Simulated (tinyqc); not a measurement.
Ballistic transport through the one-dimensional subbands of a rectangular nanowire or nanosheet channel: one step, computed by the program tinyqc. Command: `OMP_NUM_THREADS=1 python tinyqc.py 3024444 3024445 out.jsonl wire walk`. One thread of a shared host (Intel(R) Xeon(R) Processor @ 2.30GHz), about 0.02 s of CPU time with the checks.

Hard walls, parabolic subbands, transport along x. Energies are counted from the bulk conduction band edge at the top of the barrier, which the gate pulls down by U; the source Fermi level lies at the bulk edge when U = 0.

Question. Conductance, capacitance and scattering. Linear conductance G = (2 e^2/h) sum_i g f(eta_i), g = 2, f = 1/(1 + exp(-eta_i)), with the barrier frozen at the eta_i above; current per perimeter I/(2(a + b)); with scattering, transmission lambda/(lambda + L) and low-bias resistance (1 + L/lambda)/G.

Inputs (values chosen for the exercise, modelled on silicon):

| quantity | value | unit |
|---|---|---|
| height a | 3.8 | nm |
| width b | 4.4 | nm |
| temperature T | 150 | K |
| mean free path for back-scattering lambda | 83 | nm |
| channel length L | 14 | nm |

Valleys: silicon [100] wire.

Occupation:

| subband | eta_i | n_i (1/nm) | I_i (microampere) |
|---|---|---|---|
| 1 | 1.45377 | 1.830758e-01 | 3.161051e+00 |
| 2 | -0.83040 | 4.815443e-02 | 7.064838e-01 |
| 3 | -5.15874 | 8.150312e-04 | 1.124170e-02 |
| 4 | -5.76246 | 4.464406e-04 | 6.154832e-03 |
| 5 | -7.53435 | 1.713418e-04 | 1.047786e-03 |
| 6 | -13.98256 | 1.204384e-07 | 1.659468e-06 |
| 7 | -16.17960 | 1.338458e-08 | 1.844202e-07 |
| 8 | -23.59013 | 8.095614e-12 | 1.115459e-10 |
| 9 | -25.49070 | 1.210165e-12 | 1.667433e-11 |
| 10 | -30.20264 | 1.087609e-14 | 1.498569e-13 |

ballistic current I = 3.885981 microampere

Constants: e = 1.602176634e-19 C; h = 6.62607015e-34 J s.

Give: open modes sum g f; ballistic conductance; current per perimeter; transmission; low-bias resistance with scattering.

Answer.

open modes sum g f = 2.247

ballistic conductance = 174.1 microsiemens

current per perimeter = 237.0 microampere/micrometre

transmission = 0.8557

low-bias resistance with scattering = 6.713 kiloohm

Even without scattering the wire has h/(2 e^2 M) = 5.74 kiloohm, which sits in the contacts.
